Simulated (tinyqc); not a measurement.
Changing the temperature T: kinetic Monte Carlo and master equation for a particle on a ring of sites with traps and bias. Computed by tinyqc, a small Python program. Command: `OMP_NUM_THREADS=1 python tinyqc.py 3001240 3001241 out.jsonl kmc sweep`. One thread of a shared host (Intel(R) Xeon(R) Processor @ 2.30GHz), about 0.01 s of CPU time with the checks.

8 sites on a ring, numbered 1 to 8. The saddle between i and i+1 lies at E0 + s b_i and site i at s eps_i; a force F tilts the landscape, with the saddle half-way.

Inputs (values chosen for the exercise, for a model defect): reference barrier E0 = 0.32 eV; scale factor s of the disorder = 1; attempt frequency nu = 1 THz; site spacing a = 2.3 angstrom; force F along the ring = 0.017 eV/angstrom.

Disorder: both.

site energies eps_i (eV): [-0.017, 0, 0, -0.044, 0, -0.028, 0, 0]

saddle shifts b_i between sites i and i+1 (eV): [0.024, -0.0076, 0.0021, 0.00043, 0.037, -0.023, 0.03, 0.015]

Constants: k_B = 8.617333262e-05 eV/K.

Method:
- Rates: k(i to i+1) = nu exp(-(E0 + s b_i - s eps_i - F a/2)/(k_B T)), k(i to i-1) = nu exp(-(E0 + s b_(i-1) - s eps_i + F a/2)/(k_B T)).
- Share right = k right/(k right + k left); mean stay = 1/(k right + k left).
- Master equation dP/dt = W P, W_(i+1,i) = k right, W_(i-1,i) = k left, columns summing to zero. The steady state is its null vector; drift v = a sum P_i (k right - k left). D = a^2 lambda''(0)/2, where lambda(q) is the leading eigenvalue of W with right hops weighted by exp(q) and left hops by exp(-q).
- The slowest relaxation rate is minus the real part of the next eigenvalue of W. 1 angstrom = 1e-8 cm.
- At zero force D0 = a^2 nu exp(-E0/(k_B T)) / [<exp(-s eps/(k_B T))> <exp(s b/(k_B T))>], with means over the ring; Einstein relation v = D0 F/(k_B T); 1 angstrom = 1e-8 cm.

One run for each value:
```
temperature T (K)  zero-force diffusivity D0 (cm^2/s)  D0 over the value without disorder  drift velocity v (cm/s)
150                                        3.1382e-16                             0.03348               1.2348e-07
180                                        4.2440e-14                             0.07310               9.5271e-06
220                                        3.4589e-12                             0.13998               4.8115e-04
270                                        1.2853e-10                             0.22835               1.2201e-02
330                                        2.2308e-09                             0.32514               1.5599e-01
400                                        2.0581e-08                             0.41863               1.1173e+00
490                                        1.3830e-07                             0.51129               5.8989e+00
600                                        6.4454e-07                             0.59384               2.1950e+01
```

Over the rows, zero-force diffusivity D0 (cm^2/s) rises from 3.14e-16 to 6.45e-7 (exponent d ln y / d ln x 27 between the first rows and 7.6 between the last); D0 over the value without disorder rises from 0.0335 to 0.594 (exponent d ln y / d ln x 4.3 between the first rows and 0.74 between the last); drift velocity v (cm/s) rises from 1.23e-7 to 21.9 (exponent d ln y / d ln x 24 between the first rows and 6.5 between the last). The apparent barrier of D0 is 0.381 eV between the coldest rows and 0.354 eV between the hottest; at low T it tends to the highest saddle minus the deepest site, 0.401 eV, at high T to the mean difference, 0.341 eV.

Extremes, crossings and ranges named in words are read from the listed rows.
